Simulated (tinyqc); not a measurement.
## Ideality, saturation current and resistance from three points

Problem. Well above the saturation current a diode obeys V = n Vt ln(I/I0) + I Rs. Find n, Rs and I0.

Values chosen for this exercise:
- T = 300 K (temperature)

Constants: q = 1.602176634e-19 C, kB = 1.380649e-23 J/K, Vt = kB T/q. Results are converted to the units shown.

currents (A): 9e-6  0.0003  0.01
voltages (V): 0.23271996  0.33881426  0.44594356

Solution. V is linear in the three unknowns n Vt, Rs and -n Vt ln I0, so three points give a linear system.

n = 1.170
Rs = 0.1100 ohm
I0 = 4.100e-9 A

tinyqc, about 0.01 s, one thread, Intel Xeon 2.30GHz (shared host): `OMP_NUM_THREADS=1 python tinyqc.py 2260042 2260043 out.jsonl`
